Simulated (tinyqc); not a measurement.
What each form factor does: empirical-pseudopotential levels.

Empirical pseudopotential on the fcc lattice, atoms at +/- tau, tau = a (1,1,1)/8, no spin-orbit coupling. H(G,G') = c (2 pi/a)^2 |k + G|^2 delta + VS(q) cos(q.tau) + i VA(q) sin(q.tau), q = G - G', c = hbar^2/2m0; k and G in units of 2 pi/a; VS at |q|^2 = 3, 8, 11 and VA at 3, 4, 11, in rydberg, zero elsewhere. The basis is fixed: all 113 G with |G|^2 up to Gcut. Energies are counted from the fourth level at Gamma.

Constants: hbar^2/2m0 = 3.80998211 eV angstrom^2; Ry = 13.60569312 eV.

Inputs chosen for the exercise (near those of Ge; the results hold for these values, not for the real material): a = 5.654 angstrom (lattice constant); VS3 = -0.235 Ry; VS8 = 0.01 Ry; VS11 = 0.061 Ry; VA3 = 0 Ry; VA4 = 0 Ry; VA11 = 0 Ry; Gcut = 20 (2 pi/a)^2 (largest |G|^2 of the fixed basis).

Lowest empty singlet and triplet at Gamma and the valence width there (fixed basis); lowest empty level at X = (1,0,0) and L = (1/2,1/2,1/2) from the valence top, these levels and that top with all |k + G|^2 up to 21. Singlet and triplet count orbital degeneracy. VS3 is VS at |q|^2 = 3, and so on. The row for a keeps the form factors fixed, so it is no model of a real expansion, which changes them too.

Results for these values:
```
case  singlet (eV)  triplet (eV)  X (eV)  L (eV)  width (eV)
base         1.232         3.582   1.303   1.035      11.971
```

What happens to each result for VA3 = 0.03 Ry, all else kept?

Answer: singlet rises from 1.232 to 1.285; triplet rises from 3.582 to 3.615; X falls from 1.303 to 1.035; L rises from 1.035 to 1.047; width rises from 11.971 to 11.981.

The same for each parameter in turn:
```
case                singlet (eV)  triplet (eV)  X (eV)  L (eV)  width (eV)
base                       1.232         3.582   1.303   1.035      11.971
a = 5.711 angstrom         1.244         3.605   1.426   1.113      11.689
VS3 = -0.225 Ry            1.322         3.440   1.058   0.935      12.009
VS8 = 0.02 Ry              1.749         3.528   1.376   1.275      11.864
VS11 = 0.071 Ry            1.793         3.825   1.583   1.417      11.764
VA3 = 0.03 Ry              1.285         3.615   1.035   1.047      11.981
VA4 = 0.03 Ry              1.206         3.675   0.916   1.096      11.977
VA11 = 0.03 Ry             1.092         3.538   0.950   0.958      11.991
```

In a diamond crystal a small VA enters the levels at Gamma and L only in second order, by symmetry, but splits the degenerate pair at X in first order.

(tinyqc, `OMP_NUM_THREADS=1 python tinyqc.py 1081196 1081197 out.jsonl`, Intel(R) Xeon(R) Processor @ 2.30GHz, 1 thread, shared host, about 0.6 s.)
